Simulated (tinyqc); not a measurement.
Equation-of-state fits to an energy-volume table made by a known binding curve. Changing the points N. Computed by tinyqc, a small Python program. Command: `OMP_NUM_THREADS=1 python tinyqc.py 3001290 3001291 out.jsonl eosfit sweep`. One thread of a shared host (Intel(R) Xeon(R) Processor @ 2.30GHz), about 0.05 s of CPU time with the checks.

With x = (V/V_0)^(1/3), the energy per atom is E = D [m x^-n - n x^-m]/(n - m), so that B0 = D n m/(9 V_0) and B' = (n + m + 6)/3. B' = dB/dP at P = 0.

Inputs (values chosen for the exercise, for a model crystal):
```
quantity                                   value             unit
cohesive energy D                           4.48          eV/atom
true volume V_0                              8.6  angstrom^3/atom
repulsive exponent n                           9                -
attractive exponent m                          4                -
half-width of the volume window w           0.02                -
shift of the window centre s             -0.0046                -
compression V/V_0 for the pressure test     0.75                -
```

Binding curve: Mie. Noise: none.

Constants: 1 eV/angstrom^3 = 160.2176634 GPa.

Method:
- B0 and B' from the formulas above; P = -dE/dV at V = c V_0 (c the compression chosen), from the curve itself.
- Table: V_j = V_0 [1 + s + w (2 j/(N - 1) - 1)], j = 0..N-1, rounded to 0.001; E_j from the curve, rounded to 1e-7 eV.
- Third-order Birch-Murnaghan is a cubic in u = V^(-2/3): fit it by linear least squares, find the minimum, and take B0 = V E''(V), B' = -1 - V E'''/E'' there.
- Errors are fitted minus exact, relative; the pressure at c V_0 uses P = (3 B0/2) (x^7 - x^5) [1 + (3/4)(B' - 4)(x^2 - 1)], x = (V0/V)^(1/3) with the fitted values.

One run for each value:
```
points N  error of B0 (%)  error of B' (%)  root-mean-square residual (meV)
5                0.006934           0.1459                        4.866e-05
6                0.008850           0.0792                        2.072e-05
7                0.006288           0.1419                        5.115e-05
9                0.005918           0.1617                        4.129e-05
11               0.007575           0.0941                        4.070e-05
15               0.005193           0.1519                        4.492e-05
21               0.006396           0.1142                        4.217e-05
```

What does the table show, and why?

Over the rows, error of B0 (%) lies between 0.00519 and 0.00885 without a single trend; error of B' (%) lies between 0.0792 and 0.162 without a single trend; root-mean-square residual (meV) lies between 2.07e-5 and 5.12e-5 without a single trend. Without noise more points only change the weight given to the ends of the window; the error of the form remains.

Extremes, crossings and ranges named in words are read from the listed rows.
